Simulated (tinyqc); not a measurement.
Electron counts at which the sphere reaches the zone: Brillouin zone and empty-lattice bands of the hcp structure.

Primitive vectors a1 = a (1,0,0), a2 = a (-1/2, sqrt3/2, 0), a3 = (0,0,c); atoms at 0 and a1/3 + 2 a2/3 + a3/2. Reciprocal vectors obey a_i.b_j = 2 pi delta_ij; k is given in units of 2 pi/a. Empty-lattice levels are c0 (2 pi/a)^2 |k + G|^2, c0 = hbar^2/2m0. Points: M = (1/2, 1/(2 sqrt3), 0), K = (2/3, 0, 0), A = (0, 0, a/2c), L = M + A, H = K + A.

Constants: hbar^2/2m0 = 3.80998211 eV angstrom^2.

Parameters, chosen for this exercise (out of a larger set: lattice near that of Mg; not measured data): a = 3.204 angstrom (lattice constant); ca = 1.634 (c/a).

Z = V kF^3/(6 pi^2), V the volume of the primitive cell, with kF = |k| of each point.

Results:
```
point  |k| (2 pi/a)  Z per atom  EF there (eV)
M            0.5774       1.141          4.884
K            0.6667       1.756          6.512
A            0.3060       0.170          1.372
L            0.6534       1.654          6.256
H            0.7335       2.340          7.884
```

What does the comparison show, and why?

The sphere first touches the zone at A, for Z = 0.170, and covers it at H, for Z = 2.340, while the zone itself holds 1 electron per atom. These counts do not depend on a, only on c/a. The face through A belongs to G = (0001), whose structure factor vanishes, so no first-order gap opens there.

Computed by tinyqc, a small Python program: `OMP_NUM_THREADS=1 python tinyqc.py 1881153 1881154 out.jsonl` (the numbers bound the seed that draws the inputs); one thread of a shared host (Intel(R) Xeon(R) Processor @ 2.30GHz), about 0.01 s for the whole set of steps.
